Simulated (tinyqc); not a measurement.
# Worked calculation: a barrier in a uniform field, exact transmission by Airy functions

tinyqc, about 0.01 s, one thread, Intel Xeon 2.30GHz (shared host): `OMP_NUM_THREADS=1 python tinyqc.py 2580124 2580125 out.jsonl` Printed values are rounded.

The left lead has its band edge at 0, the barrier edge falls as U(x) = U0 - F x with F = V/d for 0 < x < d, and the right lead has its edge at -V. No transverse momentum; C = hbar^2/(2 m0); psi and psi'/m are continuous. M carries (psi, psi'/m) across the barrier.

Values chosen for this exercise; U0 - E and the mass are of the order of those of zirconium oxide on silicon: mass in the left lead mL = 0.89 m0; barrier edge at x = 0 U0 = 1.9 eV; mass in the barrier m1 = 0.26 m0; electron energy E = 0.56 eV; barrier width d = 1.2 nm; voltage across the barrier V = 0.26 V; mass in the right lead mR = 0.89 m0.

Constants: q = 1.602176634e-19 C, hbar = 1.054571817e-34 J s, m0 = 9.1093837015e-31 kg, hbar^2/(2 m0) = 0.0380998212 eV nm^2. Results are converted to the units shown.

Range of the model: Masses are held fixed, although real bands cease to be parabolic a few tenths of an eV from their edges.

## Scaled variables

Energy scale e = (C F^2/m1)^(1/3), z(x) = (U(x) - E)/e, s = (dz/dx)/m1 = -F/(e m1); v = k/m in a lead. vL = sqrt(mL E/C)/mL, vR = sqrt(mR (E + V)/C)/mR.

F = 0.216667 V/nm
e = 0.190186 eV
z1 = 7.04574
z2 = 5.67866
s = -4.38168 1/nm
vL = 4.06385 1/nm
vR = 4.91757 1/nm

Both z are positive: the whole barrier is forbidden.

## Airy functions at the edges

Ai and Bi solve y'' = z y, with Wronskian Ai Bi' - Ai' Bi = 1/pi.

Airy functions:
```
            Ai          Ai'       Bi        Bi'
z1  6.62632e-7  -1.78166e-6  90527.4  2.36965e5
z2  2.19120e-5  -5.31405e-5  3050.66    7128.36
```

## Transfer matrix

With a = Ai, a' = Ai', b = Bi, b' = Bi' at z1 (left edge) and z2 (right edge): M11 = pi (a2 b1' - b2 a1'), M12 = (pi/s)(b2 a1 - a2 b1), M21 = pi s (a2' b1' - b2' a1'), M22 = pi (b2' a1 - a2' b1).

M (M12 in nm, M21 in 1/nm):
```
         1        2
1  16.3294  1.42078
2  173.166  15.1280
```

## Transmission, exact and WKB

With M acting on (psi, psi'/m) and v = k/m in each lead, T(E) = 4 vL vR/[(vL vR M12 - M21)^2 + (vR M11 + vL M22)^2]. WKB: exp(-S), S = (4/(3 F)) sqrt(m1/C) [max(U0 - E, 0)^1.5 - max(U0 - F d - E, 0)^1.5].

T(E) = 0.00194682
S = 6.89318
exp(-S) = 0.00101468
ratio T(E)/exp(-S) = 1.91866

The exact value is 92 % above the WKB one.
